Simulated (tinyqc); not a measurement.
Inside a calculation. Method: Hueckel theory of the pi electrons, for the molecule C=Cc1ccc[nH]1 (SMILES; centres numbered as the heavy atoms are written). One step of it, computed by the program tinyqc.

Question. Orbitals. Diagonalise; E = alpha + x beta with beta < 0, so the largest x are filled first; degenerate levels share their electrons. P = sum n_i c_ri c_si; each orbital has its largest coefficient positive (the first on a tie).

Hueckel matrix in units of beta (H = alpha + beta A), lower triangle:
```
          1C        2C        3C        4C        5C        6C        7N
1C  0.000000
2C  1.000000  0.000000
3C  0.000000  1.000000  0.000000
4C  0.000000  0.000000  1.000000  0.000000
5C  0.000000  0.000000  0.000000  1.000000  0.000000
6C  0.000000  0.000000  0.000000  0.000000  1.000000  0.000000
7N  0.000000  0.000000  0.800000  0.000000  0.000000  0.800000  1.500000
```

pi electrons, sum of z_r less the charge = 8

Give: x values; occupations; coefficients; charge and bond-order matrix P.

Answer.

x values: 2.407  1.351  1.162  0.441  -0.669  -1.367  -1.825

occupations: 2.000  2.000  2.000  2.000  0.000  0.000  0.000

coefficients:
```
      MO1     MO2     MO3     MO4     MO5     MO6     MO7
1C  0.093   0.435  -0.192   0.536   0.581  -0.287   0.242
2C  0.223   0.587  -0.223   0.236  -0.389   0.392  -0.442
3C  0.444   0.359  -0.067  -0.432  -0.321  -0.249   0.564
4C  0.293   0.253   0.494  -0.385   0.383  -0.227  -0.510
5C  0.262  -0.017   0.641   0.262   0.065   0.560   0.365
6C  0.338  -0.276   0.252   0.501  -0.426  -0.538  -0.157
7N  0.690  -0.445  -0.436  -0.052   0.276   0.220  -0.098
```

charge and bond-order matrix P, lower triangle:
```
        1C      2C      3C      4C      5C     6C     7N
1C   1.043
2C   0.890   1.000
3C  -0.043   0.445   1.033
4C  -0.328   0.025   0.708   1.084
5C   0.069  -0.065  -0.092   0.577   1.098
6C   0.263  -0.049  -0.364  -0.078   0.772  1.009
7N  -0.147  -0.044   0.397  -0.211  -0.210  0.440  1.733
```
